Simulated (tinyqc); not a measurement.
# Voltage acceleration of oxide breakdown, four models on the same data: lifetime against voltage in four models

Field E = V/tox in MV/cm. Models: ln(t63/1 s) = a - c X with X = E (E model), -1/E (1/E model), ln V (power law, c the exponent n) or sqrt(E).

a and c were fitted to stress data from 1.85 to 2.45 V. Project to Vu, multiply by exp[(Ea q/kB)(1/Tu - 1/Ts)] and by ks; ten years are 3.15576e8 s.

Parameters, values chosen for the exercise: oxide thickness tox = 1.4 nm; stress temperature Ts = 423 K; use temperature Tu = 358 K; activation energy Ea = 0.53 eV; factor for area and percentile ks = 0.00032.

Constants: q = 1.602176634e-19 C, kB = 1.380649e-23 J/K. Results are converted to the units shown.

```
model,c,a
E,2.26478,40.1151
1/E,520.526,-29.0127
power,34.5007,31.5161
sqrt E,17.7005,74.5857
```

Lifetime against voltage in four models:
```
Vu (V),"log10 years, E","log10 years, 1/E","log10 years, power","log10 years, sqrt E"
0.88,1.392,13.52,5.755,3.272
1.06,0.1272,7.410,2.967,1.392
1.25,-1.208,2.871,0.4964,-0.4253
1.43,-2.472,-0.3156,-1.519,-2.024
1.62,-3.807,-2.911,-3.389,-3.605
1.8,-5.072,-4.865,-4.967,-5.019
1.99,-6.407,-6.544,-6.471,-6.438
2.17,-7.671,-7.863,-7.768,-7.720
```

The four agree within 0.19 decades in the last row, inside the stress range, and part by 12.1 decades in the first. The local exponent -d ln t/d ln V is c E for the E model, which shrinks as V falls, constant for the power law, and c/E for the 1/E model, which grows as V falls.

Range of the model: All four laws are empirical fits; none is established far below the stress range.

Program tinyqc, `OMP_NUM_THREADS=1 python tinyqc.py 2070007 2070008 out.jsonl`; Intel Xeon 2.30GHz, shared host, one thread, about 0.01 s.
